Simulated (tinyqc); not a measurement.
From results back to parameters: valley splitting in a one-orbital chain of atomic planes (second-neighbour model). Three cases, with inputs chosen for the exercise.

Problem. For E(phi) = e0 + 2 v cos(phi) + 2 u cos(2 phi) with u, v > 0 and planes a/4 apart, the heights of the band at phi = 0 and phi = pi above its minimum were computed from hidden u and v; c = hbar^2/2m0.

Constants: hbar^2/2m0 = 3.80998211 eV angstrom^2.

Case 1.

Values chosen (out of a larger set: near those of the Delta valleys of silicon; abrupt walls in this chain split the valleys several times more than measured wells; not measured data): a = 5.428 angstrom (lattice constant; planes lie a/4 apart).

E(0) - Emin = 3.760644 eV
E(pi) - Emin = 1.196644 eV

Case 2.

Values chosen (out of a larger set: near those of the Delta valleys of silicon; abrupt walls in this chain split the valleys several times more than measured wells; not measured data): a = 5.427 angstrom (lattice constant; planes lie a/4 apart).

E(0) - Emin = 3.500341 eV
E(pi) - Emin = 1.500341 eV

Case 3.

Values chosen (out of a larger set: near those of the Delta valleys of silicon; abrupt walls in this chain split the valleys several times more than measured wells; not measured data): a = 5.436 angstrom (lattice constant; planes lie a/4 apart).

E(0) - Emin = 3.756955 eV
E(pi) - Emin = 1.192955 eV

Find: u, v; phi0; mass at the minimum.

Solution. E - Emin = 4u (cos(phi) + v/(4u))^2. The difference of the two heights is 4v, and for v < 4u the sum of their square roots is 4 sqrt(u). The mass is (2c)/((a/4)^2 (8u - v^2/(2u))).

Case 1.

u, v (eV): 0.575  0.641

phi0 = 1.8532 rad
mass at the minimum = 0.975 m0

Case 2.

u, v (eV): 0.599  0.500

phi0 = 1.7810 rad
mass at the minimum = 0.903 m0

Case 3.

u, v (eV): 0.574  0.641

phi0 = 1.8537 rad
mass at the minimum = 0.974 m0

Computed by tinyqc, one run a case: `OMP_NUM_THREADS=1 python tinyqc.py N N+1 out.jsonl` with N = 1451909, 1451956, 1451957; one thread of a shared Intel(R) Xeon(R) Processor @ 2.30GHz, about 0.01 s a run at most.
